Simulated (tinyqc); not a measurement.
p-n diode, drift-diffusion by the Gummel loop with Scharfetter-Gummel fluxes: one step of the calculation.

Abrupt junction at x = 0, p side from -Lp, n side to Ln, ohmic contacts. psi is counted from the intrinsic level; n = ni exp((psi - phin)/Vt), p = ni exp((phip - psi)/Vt). Contacts: p side psi = V - Vt ln(Na/ni), p = Na, n = ni^2/Na; n side psi = Vt ln(Nd/ni), n = Nd, p = ni^2/Nd. Constant mobilities, D = mu Vt, Boltzmann statistics, SRH recombination through a mid-gap level, U = (n p - ni^2)/(tp (n + ni) + tn (p + ni)). Current is positive from the p contact to the n contact.

Task. Poisson equation. With phin and phip held, solve a_i (psi_(i+1) - psi_i) - a_(i-1) (psi_i - psi_(i-1)) + q w_i (p_i - n_i + C_i) = 0 for the inner nodes by Newton steps to convergence; a_i = eps0 eps_r/h_i, h_i = x_(i+1) - x_i, w_i = (h_(i-1) + h_i)/2, C = -Na or +Nd.

Parameters, values chosen for the exercise; band and dielectric values close to those of silicon:
```
symbol,value,unit,meaning
T,300,K,temperature
eps_r,11.6,,relative permittivity
Na,1.4e17,cm^-3,acceptor density of the p side
Nd,4.9e17,cm^-3,donor density of the n side
V,0.36,V,bias of the p contact
```

Constants: q = 1.602176634e-19 C, kB = 1.380649e-23 J/K, Vt = kB T/q, eps0 = 8.8541878128e-14 F/cm where lengths are in cm. Results are converted to the units shown.

```
node  x (nm)  phin at the start (V)  phip at the start (V)
0      -6100                   0.36                   0.36
1      -2430                      0                   0.36
2       -960                      0                   0.36
3       -374                      0                   0.36
4       -139                      0                   0.36
5        -45                      0                   0.36
6       -7.5                      0                   0.36
7        7.5                      0                   0.36
8       46.4                      0                   0.36
9        147                      0                   0.36
10       409                      0                   0.36
11      1090                      0                   0.36
12      2840                      0                   0.36
13      7400                      0                      0
```

ni = 1.5826746e10 cm^-3

Find: psi; n after Poisson; p after Poisson.

Result.

```
node  psi (V)  n after Poisson (cm^-3)  p after Poisson (cm^-3)
0     -0.0535                     1789                 1.400e17
1     -0.0535                  1.997e9                 1.400e17
2     -0.0535                  1.997e9                 1.400e17
3     -0.0535                  1.997e9                 1.400e17
4     -0.0534                  2.007e9                 1.393e17
5     -0.0365                  3.857e9                 7.248e16
6      0.2299                 1.153e14                 2.424e12
7      0.4226                 1.986e17                  1.408e9
8      0.4456                 4.846e17                  5.770e8
9      0.4459                 4.900e17                  5.706e8
10     0.4459                 4.900e17                  5.706e8
11     0.4459                 4.900e17                  5.706e8
12     0.4459                 4.900e17                  5.706e8
13     0.4459                 4.900e17                    511.2
```

Numbers from tinyqc (`OMP_NUM_THREADS=1 python tinyqc.py 2240006 2240007 out.jsonl`; about 0.2 s on one thread of a shared Intel Xeon 2.30GHz).
